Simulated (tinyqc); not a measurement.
Interface traps from C-V curves, high-low and Terman methods: two steps of the calculation.

MOS capacitor on an n-type substrate; psi is the band bending, negative in depletion; only majority carriers are counted. At the bending psi the Fermi level lies y = xi - psi below the conduction edge at the surface, xi = Vt ln(Nc/Nd). Dit(y) = D0 + D1 exp(-y/E1); traps fill up to the Fermi level, follow the bias and a slow signal, and do not follow a fast one. V is the gate voltage from flat band.

Constants: q = 1.602176634e-19 C. Results are converted to the units shown.

Problem 1. High-low extraction. q Dit = (1/C_LF - 1/Cox)^(-1) - (1/C_HF - 1/Cox)^(-1) at each point.

C_HF, point 0 to 9 (nF/cm^2): [89.663614, 92.855757, 96.510110, 100.76475, 105.82853, 112.03935, 119.99830, 130.93611, 147.85700, 177.05215]
C_LF, point 0 to 9 (nF/cm^2): [109.42484, 111.98057, 115.04061, 118.81877, 123.64453, 130.01431, 138.64001, 150.48080, 166.87301, 189.69456]
Cox = 230.20888 nF/cm^2

Give: Dit by high-low.

Solution 1.

Dit by high-low, point 0 to 9 (cm^-2 eV^-1): [3.8505e11, 3.8956e11, 3.9807e11, 4.1417e11, 4.4461e11, 5.0217e11, 6.1101e11, 8.1681e11, 1.2060e12, 1.9418e12]

Problem 2. Terman extraction. psi at each point follows from C_HF and the ideal curve. Dit = (Cox/q) d(V - V0)/dpsi by central differences over the two neighbours.

psi, point 0 to 9 (V): [-0.72000000, -0.64355556, -0.56711111, -0.49066667, -0.41422222, -0.33777778, -0.26133333, -0.18488889, -0.10844444, -0.03200000]
V0, point 0 to 9 (V): [-1.6111883, -1.4845618, -1.3547445, -1.2210372, -1.0824408, -0.9374367, -0.7835075, -0.6158705, -0.4230474, -0.1640486]
V, point 0 to 9 (V): [-1.9714758, -1.8242562, -1.6735108, -1.5182420, -1.3568861, -1.1868579, -1.0036218, -0.7985802, -0.5530405, -0.2123723]
Cox = 230.20888 nF/cm^2

Find: Dit by Terman.

Solution 2.

Dit by Terman, point 1 to 8 (cm^-2 eV^-1): [3.902e11, 3.993e11, 4.165e11, 4.491e11, 5.106e11, 6.270e11, 8.470e11, 1.263e12]

The differences overstate the curved tail; the largest error is 4.7 %, at point 8.

tinyqc, about 0.01 s, one thread, Intel Xeon 2.30GHz (shared host): `OMP_NUM_THREADS=1 python tinyqc.py 2030116 2030117 out.jsonl`
